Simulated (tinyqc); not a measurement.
# Drifting, spreading and decaying minority pulse (Haynes-Shockley), backward Euler time steps, step by step

tinyqc, about 0.01 s, one thread, Intel Xeon 2.30GHz (shared host): `OMP_NUM_THREADS=1 python tinyqc.py 2310124 2310125 out.jsonl` Printed values are rounded.

Low injection in a uniform field: dn/dt = D d2n/dx2 - v dn/dx - n/tau with D = mu Vt and v = mu F towards +x. Exact solution on an infinite bar for a Gaussian start at x0: n = N0 exp(-t/tau) exp(-(x - x0 - v t)^2/(2 s^2))/sqrt(2 pi s^2), s^2 = s0^2 + 2 D t.

Parameters, values chosen for the exercise; mobility close to that of germanium at room temperature:
- T = 250 K (temperature)
- mu = 1930 cm^2/(V s) (minority-carrier mobility)
- F = 2.2 V/cm (sweep field along the drift)
- hx = 55 um (mesh step)
- tau = 1.7e-5 s (lifetime)
- N0 = 3e10 cm^-2 (injected sheet density)
- dt = 7.5e-7 s (time step)
- s0 = 65 um (initial width (standard deviation))

Constants: q = 1.602176634e-19 C, kB = 1.380649e-23 J/K, Vt = kB T/q. Results are converted to the units shown.

## Coefficients of the scheme

Exponentially fitted fluxes: d = F hx/Vt, B(d) = d/(exp(d) - 1), k = D dt/hx^2; (L n)_i = a n_(i-1) + b n_i + c n_(i+1) with a = k B(-d), c = k B(d), b = -a - c - dt/tau. Explicit steps keep n positive for dt up to 1/[(D/hx^2)(B(d) + B(-d)) + 1/tau].

D = 41.5786 cm^2/s
v = 4246 cm/s
d = 0.561659
a = 1.34733
b = -2.15979
c = 0.768334
positivity limit of dt = 3.47257e-7 s

dt is 2.2 times the explicit limit. On this mesh the fitted flux acts like a diffusion coefficient (d/2) coth(d/2) D = 1.03 D for a travelling pulse, before the error of the time steps.

## Initial pulse

Nodes x_i = i hx, i = 1 to 11, n = 0 at nodes 0 and 12; the Gaussian at t = 0 with x0 = 4 hx.

n at t = 0, node 1 to 11 (in units of 1e12 cm^-3): 0.07343  0.43977  1.28720  1.84127  1.28720  0.43977  0.07343  0.00599  0.00024  0.00000  0.00000

## Step 1: densities after a time step

(L n)_i = a n_(i-1) + b n_i + c n_(i+1), n = 0 beyond the ends. Backward Euler step: solve n(new) - L n(new) = n.

n at t = 1 dt, node 1 to 11 (in units of 1e12 cm^-3): 0.12156  0.40436  0.87741  1.22395  1.09847  0.69587  0.36314  0.17758  0.08571  0.04078  0.01739

## Step 2: densities after a time step

As before.

n at t = 2 dt, node 1 to 11 (in units of 1e11 cm^-3): 1.19349  3.32607  6.32278  8.75044  8.96888  7.24332  5.00379  3.15018  1.86937  1.04821  0.50198

## Course in time

The same steps, now on nodes 1 to 60 (n = 0 at nodes 0 and 61), for 24 steps; centre = sum x n/sum n. Deviations are from the exact pulse, as a share of its largest value on the nodes; a run counts as stable if they stay under 100 %.

Course of the iteration:
```
step  hx sum n (cm^-2)  centre (um)  most negative n (cm^-3), 0 if none  largest deviation (% of the peak)
1           2.82075e10      254.595                                   0                               14.4
2           2.65326e10      289.730                                   0                               14.7
3           2.49995e10      325.004                                   0                               14.2
4           2.36103e10      360.087                                   0                               13.4
5           2.23494e10      394.828                                   0                               13.5
6           2.11983e10      429.179                                   0                               13.5
7           2.01402e10      463.139                                   0                               13.0
8           1.91612e10      496.731                                   0                               13.1
9           1.82502e10      529.989                                   0                               13.1
...                ...          ...                                 ...                                ...
16          1.32141e10      756.059                                   0                               13.3
17          1.26369e10      787.688                                   0                               13.3
18          1.20873e10      819.203                                   0                               13.3
19          1.15637e10      850.618                                   0                               13.5
20          1.10643e10      881.943                                   0                               13.5
21          1.05879e10      913.187                                   0                               13.5
22          1.01330e10      944.360                                   0                               13.6
23           9.69859e9      975.468                                   0                               13.6
24           9.28352e9      1006.52                                   0                               13.7
```

The run is stable. After 24 steps the deviation is 14 % of the peak. From step 1 to the last the centre has moved at 1.03 v and the content is 11 % below N0 exp(-t/tau). On an endless mesh these steps would give a speed of 0.958 v and a content of 1.02 times the exact one, from dt/tau = 0.0441 alone; the rest comes from the absorbing ends.
